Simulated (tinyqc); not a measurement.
Energy and lattice constant: complex band structure along [001] in sp3s* tight binding.

For k = (0, 0, kz) the phase sums are g0 = cos(phi) and g3 = i sin(phi), phi = kz a/4, and the s, pz, s* orbitals of anion (a) and cation (c) decouple from px, py. With z = exp(i phi), H(z) = H0 + z T + T^T/z for any complex z. H0 is diagonal (Esa, Epa, Exa, Esc, Epc, Exc). The anion-cation block is B(z) = z U + W/z and the cation-anion block z W^T + U^T/z, where U has Vss/2 (s,s), Vsapc/2 (s,z), -Vscpa/2 (z,s), Vxx/2 (z,z), Vxapc/2 (s*,z), -Vpaxc/2 (z,s*), and W has the same values with the s-z and s*-z signs reversed. |z| = 1 is a band state, |z| < 1 decays along [001] as exp(-kappa d) over a distance d, kappa = -(4/a) ln|z|. No spin-orbit coupling.

Parameters, chosen for this exercise (out of a larger set: near a published set for InP, fitted to gaps, whose masses and valley positions are rough (light masses up to twice too heavy); not measured data):
```
symbol  value                                                                                          unit      meaning
p       (-8.517, 0.879, -1.494, 4.064, 8.294, 7.034, -5.351, 1.885, 4.242, 2.231, 5.555, 3.488, 4.45)  eV        order Esa, Epa, Esc, Epc, Exa, Exc, Vss, Vxx, Vxy, Vsapc, Vscpa, Vxapc, Vpaxc
a       5.867                                                                                          angstrom  lattice constant
dE      0.4                                                                                            eV        E - Ev
```

The slowest root of the s-pz block and the heavy-hole branch, sinh^2(kappa a/4) = ((E - Epa)(E - Epc) - Vxx^2)/(Vxx^2 - Vxy^2), at E = Ev + dE with Ev the lower root of [[Epa, Vxx], [Vxx, Epc]]; the couplings are kept when a changes.

Results for these values:
```
case,slowest kappa (1/angstrom),heavy-hole kappa (1/angstrom)
base,0.0863,0.2368
```

What happens to each result for a = 6.043 angstrom, all else kept?

Answer: slowest kappa falls from 0.0863 to 0.0838; heavy-hole kappa falls from 0.2368 to 0.2300.

The same for each parameter in turn:
```
case,slowest kappa (1/angstrom),heavy-hole kappa (1/angstrom)
base,0.0863,0.2368
dE = 0.43 eV,0.0883,0.2444
a = 6.043 angstrom,0.0838,0.2300
```

With the couplings fixed, kappa a stays, so kappa scales as 1/a.

tinyqc: `OMP_NUM_THREADS=1 python tinyqc.py 1451890 1451891 out.jsonl`; about 0.01 s, one thread, shared Intel(R) Xeon(R) Processor @ 2.30GHz.
